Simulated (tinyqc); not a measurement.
Input admittance of a MOSFET at zero drain bias: distributed channel and distributed gate: two steps of the calculation.

Source and drain grounded, strong inversion, w = 2 pi f, Cox = eps0 eox/tox. The channel is an RC line of resistance 1/(mu Cox Vo) per square fed from both ends, so one finger has the intrinsic admittance y = i w Cox L tanh(g)/g per width, g = (1/2) sqrt(i w tau), tau = L^2/(mu Vo). The vertical resistance rv/L is in series with y, the overlaps 2 i w Cov in parallel: y_t = 1/(1/y + rv/L) + 2 i w Cov. The gate strip is a line of Rsh/L per length loaded by y_t, so a finger has Y = y_t Wf tanh(k)/k, k = (Wf/sd) sqrt(y_t Rsh/L); the device has Nf Y.

Parameters, values chosen for the exercise; values of the order met in silicon radio-frequency transistors: relative permittivity of the gate insulator (close to aluminium oxide) eox = 9.11; insulator thickness tox = 5.4 nm; channel length L = 0.97 um; finger width Wf = 2.7 um; number of fingers Nf = 8; channel mobility mu = 210 cm^2/(V s); gate overdrive Vo = 0.37 V; sheet resistance of the gate Rsh = 32 ohm/square; vertical resistivity of the gate stack rv = 7.8 ohm um^2; number of ends at which a finger is contacted sd = 2; overlap and fringe capacitance on each side Cov = 0.3 fF/um; frequency f = 4.6 GHz.

Constants: eps0 = 8.8541878128e-14 F/cm where lengths are in cm. Results are converted to the units shown.

Problem 1. Low-frequency resistances and capacitance. Low-frequency limits, with c = Cox L and ct = c + 2 Cov: R_strip = Rsh Wf/(3 sd^2 L Nf), R_ch = (c/ct)^2 L/(12 mu Cox Vo Wf Nf), R_vert = (c/ct)^2 rv/(L Wf Nf), C = ct Wf Nf.

Give: parts; sum; C; 1/(2 pi R C).

Solution 1.

parts (ohm): strip 0.9278, channel 29.73, vertical 0.3433
sum = 31.00 ohm
C = 325.9 fF
1/(2 pi R C) = 15.75 GHz

The channel term is the largest, 95.9 % of the sum.

Problem 2. Input impedance of the device. k and Y as defined; Z = 1/(Nf Y) = R + 1/(i w C); Q = |Im Z|/R; signal at the point farthest from a contact |1/cosh k|.

y_t = 109.76022+397.47010i uS/um

Wanted: k; Nf Y; R; C; Q; signal at the far point.

Solution 2.

k = 0.1253+0.0954i
Nf Y = 2.433+8.547i mS
R = 30.81 ohm
C = 319.7 fF
Q = 3.512
signal at the far point = 0.9967

Numbers from tinyqc (`OMP_NUM_THREADS=1 python tinyqc.py 2262003 2262004 out.jsonl`; about 0.01 s on one thread of a shared Intel Xeon 2.30GHz).
